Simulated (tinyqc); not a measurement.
Size effects in the resistivity of thin metal films and interconnect lines: one step, computed by the program tinyqc.

Electrons lose their drift at surfaces (a share 1 - p of the hits) and at grain boundaries (reflection R), besides bulk scattering.

Question. Grain boundaries. Mayadas-Shatzkes: alpha = (lambda/D) R/(1 - R); rho_b/rho = 1 - 3 alpha/2 + 3 alpha^2 - 3 alpha^3 ln(1 + 1/alpha).

Inputs (values chosen for the exercise, modelled on platinum): bulk mean free path lambda = 7.37 nm; grain-boundary reflection R = 0.3.

Geometry: film.

grain size D = 39 nm

Give: alpha; rho/rho_b from grains.

Answer.

alpha = 0.080989

rho/rho_b from grains = 1.1185

The linear estimate 1 + 3 alpha/2 gives 1.121, within 2 %.
